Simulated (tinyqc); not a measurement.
p-n diode with diffusion and depletion-layer recombination: two steps of the calculation.

Abrupt junction in the depletion approximation, low injection, full ionisation, neutral widths fixed, ohmic contact on the p side. Vj is the junction voltage; where a series resistance Rs is given, V = Vj + J Rs is the terminal voltage.

Parameters, values chosen for the exercise; band and dielectric values close to those of gallium nitride:
- T = 300 K (temperature)
- Eg = 3.44 eV (band gap)
- Nc = 2.32e18 cm^-3 (conduction-band density of states at T)
- Nv = 4.64e19 cm^-3 (valence-band density of states at T)
- Na = 1.4e16 cm^-3 (acceptor density)
- Nd = 1.3e16 cm^-3 (donor density)
- mun = 840 cm^2/(V s) (electron mobility in the p side)
- mup = 27 cm^2/(V s) (hole mobility in the n side)
- tn = 3e-8 s (electron lifetime)
- tp = 3e-8 s (hole lifetime)
- wp = 32 um (neutral width of the p side)
- wn = 6.3 um (neutral width of the n side)
- Sp = 60 cm/s (recombination velocity at the n contact)
- Rs = 0.048 ohm cm^2 (series resistance)
- V = 2.98 V (terminal voltage)

Constants: q = 1.602176634e-19 C, kB = 1.380649e-23 J/K, Vt = kB T/q. Results are converted to the units shown.

Task 1. Diffusion lengths and saturation currents. ni = sqrt(Nc Nv) exp(-Eg/(2 Vt)), Eg in volts; D = mu Vt; Ln = sqrt(Dn tn), Lp = sqrt(Dp tp); J0n = q ni^2 Dn coth(wp/Ln)/(Ln Na); J0p = (q ni^2 Dp/(Lp Nd)) (s + tanh(wn/Lp))/(1 + s tanh(wn/Lp)), s = Sp Lp/Dp.

Wanted: ni; Ln; Lp; J0n; J0p.

Result 1.

ni = 1.3221e-10 cm^-3
Ln = 8.0714 um
Lp = 1.4471 um
J0n = 5.3861e-51 A/cm^2
J0p = 1.0388e-51 A/cm^2

wp/Ln = 4.0 and wn/Lp = 4.4; electrons carry 83.8 % of the diffusion current.

Task 2. New Vj. Diffusion current alone: J = J0 (exp(Vj/Vt) - 1), g = Vj + J Rs - V, g' = 1 + Rs J0 exp(Vj/Vt)/Vt, Vj(new) = Vj - g/g'.

Vj after iteration 1 = 3.0678736 V
J0 = J0n + J0p = 6.4248835e-51 A/cm^2

Wanted: J; g; g'; Vj after iteration 2.

Result 2.

J = 22.18 A/cm^2
g = 1.152 V
g' = 42.17
Vj after iteration 2 = 3.041 V

Numbers from tinyqc (`OMP_NUM_THREADS=1 python tinyqc.py 2260144 2260145 out.jsonl`; about 0.01 s on one thread of a shared Intel Xeon 2.30GHz).
